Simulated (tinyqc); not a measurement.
Inside a calculation. Model: leakage through a gate insulator: direct, Fowler-Nordheim, trap-assisted and Poole-Frenkel currents. Computed by tinyqc, a small Python program that keeps every step. Command: `OMP_NUM_THREADS=1 python tinyqc.py 3011573 3011574 out.jsonl oxideleak walk`. One thread of a shared host (Intel(R) Xeon(R) Processor @ 2.30GHz), about 0.01 s of CPU time with the checks. Intermediate numbers are printed to about 7 digits and carried at full precision; extremes and crossings named in words are read from the listed rows.

Electrons enter from the cathode Fermi level at x = 0; the conduction band of the insulator lies phi_b - e F x above it, F = V/t. WKB exponents use a parabolic band with mass m.

Inputs (values chosen for the exercise, with an insulator like SiO2):
```
quantity                          value   unit
thickness t                         2.2     nm
barrier phi_b                      3.01     eV
tunnelling mass m                   0.4    m_0
static constant eps_ox             3.99      -
optical constant eps_opt           2.15      -
voltage across the insulator V      1.1      V
trap depth phi_t                    1.9     eV
trap density N_t                1.1e+19  cm^-3
attempt rate nu_0                 5e+12    1/s
activation of capture E_a          0.32     eV
temperature T                       400      K
```

Constants: hbar^2/(2 m_0) = 3.80998212 eV angstrom^2; e = 1.602176634e-19 C; hbar = 1.054571817e-34 J s; k_B = 8.617333262e-05 eV/K; eps_0 = 8.8541878128e-12 F/m.

## Field and tunnelling without traps

For a level a distance phi(x) below the band, the WKB exponent is 2 int kappa dx with kappa = sqrt(m phi/(hbar^2/2m_0)); for a linear barrier from phi_1 down to phi_2 = max(phi_1 - e F d, 0) it is G = (4/3) sqrt(m/(hbar^2/2m_0)) (phi_1^(3/2) - phi_2^(3/2))/(e F). J_tun = e^3 F^2/(16 pi^2 hbar m phi_b) x exp(-G) / [1 - sqrt(phi_2/phi_b)]^2 with the free-electron mass in the cathode (m in m_0), phi_2 = max(phi_b - e V, 0): direct tunnelling for e V < phi_b, Fowler-Nordheim above. Image forces, back-flow and the limit on supply are left out, so J_tun is overstated below about 0.5 V. Equivalent oxide thickness = 3.9 t/eps_ox.

field F = 5 MV/cm

equivalent oxide thickness = 2.150376 nm

WKB exponent G = 22.31386

tunnelling current J_tun = 0.1576516 A/cm^2

The barrier is a trapezoid: direct tunnelling.

## One trap at several depths

A trap at depth x lies phi_t below the band. Capture: tunnel at the cathode Fermi level from 0 to x (G_in from phi_1 = phi_b), rate nu_0 exp(-G_in - E_c/k_B T) with E_c = E_a + max(phi_b - phi_t - e F x, 0), the last term being the height of the trap above the cathode Fermi level. Emission: tunnel from the trap level to the anode (G_out from phi_1 = phi_t over t - x), rate nu_0 exp(-G_out - E_a/k_B T). Re-emission to the cathode follows from detailed balance, rate_back = rate_in exp(dE/k_B T) with dE = phi_b - phi_t - e F x. Each trap passes R = rate_in rate_out/(rate_in + rate_back + rate_out) electrons per second; filling from the anode is left out. Depths: t times 0.08, 0.2, 0.32, 0.44, 0.56, 0.68, 0.8 and 0.92, rounded to 0.01 nm.

Rates:
```
x (nm)      G_in     G_out  E_c (eV)  rate in (1/s)  rate back (1/s)  rate out (1/s)       R (1/s)
0.18     2.00853  15.37437     1.340   8.778449e-06     6.235226e+07    9.775572e+01  1.376281e-11
0.44     4.85539  13.72815     1.210   2.212951e-05     3.618080e+06    5.070951e+02  3.101145e-09
0.70     7.63667  11.97337     1.080   5.956687e-05     2.241730e+05    2.932102e+03  7.690541e-07
0.97    10.45382  10.04300     0.945   1.788376e-04     1.340023e+04    2.020827e+04  1.075323e-04
1.23    13.09639   8.08552     0.815   5.530093e-04     9.538013e+02    1.431037e+05  5.493478e-04
1.50    15.76566   5.95531     0.680   1.924908e-03     6.610134e+01    1.204450e+06  1.924802e-03
1.76    18.26182   3.81425     0.550   6.890761e-03     5.446778e+00    1.024800e+07  6.890757e-03
2.02    20.68293   1.58867     0.420   2.659021e-02     4.838005e-01    9.488531e+07  2.659021e-02
```

The most effective of these traps sits at 2.02 nm, 92 % of the way; where rate back exceeds rate out, re-emission drains the trap, and elsewhere the slower forward step limits R; here capture limits, and the best depth is where the trap level drops to the cathode Fermi level.

## Trap-assisted current

J_TAT = e N_t int_0^t R dx by the midpoint rule on 400 intervals; the most effective depth is the midpoint with the largest R, rounded to 0.01 nm.

trap-assisted current J_TAT = 2.337091e-09 A/cm^2

most effective depth = 2.2 nm

## Poole-Frenkel bound

Poole-Frenkel emission over the lowered barrier of a charged trap: lowering sqrt(e F/(pi eps_opt eps_0)); J_PF = e N_t^(2/3) nu_0 exp(-(phi_t - lowering)/k_B T), one sheet of traps emitting with supply unlimited (an upper bound).

barrier lowering = 1.157369 eV

Poole-Frenkel bound J_PF = 0.001742599 A/cm^2

Caution: the film is too thin for the Poole-Frenkel picture (the lowering is a large part of the whole drop, or the traps are further apart than the film is thick), so J_PF is only nominal.

## Total without and with traps

J = J_tun + J_TAT (the Poole-Frenkel bound is not added); the ratio J/J_tun is the excess that stress-made traps add.

total current J = 0.1576516 A/cm^2

J/J_tun = 1.000000

## Against voltage

The formulas are those given above.

Currents:
```
V (V)  F (MV/cm)  J_tun (A/cm^2)  J_TAT (A/cm^2)  best depth (nm)
0.26     1.18182        0.028549    8.316228e-17             0.99
0.53     2.40909        0.048559    4.988408e-15             1.04
0.80     3.63636        0.083962    9.007310e-13             2.20
1.07     4.86364        0.147862    9.996711e-10             2.20
1.34     6.09091        0.265822    1.772110e-07             1.82
1.61     7.31818        0.489245    3.402193e-06             1.52
1.88     8.54545        0.925210    2.795062e-05             1.30
2.15     9.77273        1.806145    1.320685e-04             1.14
2.42    11.00000        3.661015    4.061718e-04             1.01
```

Tunnelling without traps rules in every row. Over the range J_tun grows by 2.1 decades and J_TAT by 12.7. The highest rows may lie beyond breakdown. Below about 0.5 V the formula for J_tun, which has no back-flow, overstates the current.

## Against thickness at fixed field

The formulas are those given above.

Currents:
```
t (nm)  V (V)  J_tun (A/cm^2)  J_TAT (A/cm^2)
1.2      0.60    8.023689e+03    1.873717e-11
1.6      0.80    8.434707e+01    1.156308e-10
2.2      1.10    1.576516e-01    2.337091e-09
3.0      1.50    8.749460e-05    4.162248e-09
4.0      2.00    2.951087e-08    4.012194e-09
5.5      2.75    5.114708e-12    2.100024e-09
7.5      3.75    8.110791e-13    1.392750e-09
10.0     5.00    8.110791e-13    1.392185e-09
```

Between the first rows J_tun falls by 4.95 decades per nm. From t = phi_b/(e F) = 6.02 nm it stops changing, since a triangular barrier does not feel the thickness. J_TAT overtakes J_tun between 4 and 5.5 nm.

Checks made by the program: the WKB exponent by quadrature (relative difference below 1e-10); the integral with twice the points (relative difference 3e-05).
